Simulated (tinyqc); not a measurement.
# Intrinsic and extrinsic failures together

All devices wear out with slope 1.6 and scale t63; the share 0.01 also has a flaw with slope 0.42 and scale 0.01 t63: 1 - F = exp(-(t/t63)^1.6) [1 - 0.01 + 0.01 exp(-(t/(0.01 t63))^0.42)]. W = ln(-ln(1 - F)); the local slope is dW/d ln t.

Inputs (values chosen for the exercise): characteristic time of a test capacitor t63 = 79 s.

Result of one run:
```
F              W  local slope  F of wear-out alone
8.530e-4  -7.066       0.4018             6.317e-8
```

Which time t gave this result: 0.0025, 0.0083, 0.97, 35 or 110 s?

t = 0.0025 s.

The whole series:
```
t (s)           F       W  local slope  F of wear-out alone
0.00076  5.263e-4  -7.549       0.4089             9.399e-9
0.0025   8.530e-4  -7.066       0.4018             6.317e-8
0.0083   0.001372  -6.590       0.3904             4.308e-7
0.027    0.002154  -6.139       0.3732             2.844e-6
0.09     0.003327  -5.704       0.3492             1.952e-5
0.3      0.004995  -5.297       0.3312             1.340e-4
0.97     0.007508  -4.888       0.3916             8.759e-4
3.2       0.01420  -4.248       0.7502             0.005899
11        0.05088  -2.952        1.319              0.04176
35         0.2456  -1.267        1.544               0.2380
110        0.8188  0.5356        1.591               0.8170
```

The local slope goes from 0.409 through a minimum of 0.331 (at t = 0.3 s among the rows listed) to 1.59. At early times the flawed share sets F, 56000 times the wear-out value in the first row, so a line fitted to the steep upper part says nothing about low percentiles.

tinyqc, about 0.01 s, one thread, Intel Xeon 2.30GHz (shared host): `OMP_NUM_THREADS=1 python tinyqc.py 2070162 2070163 out.jsonl`
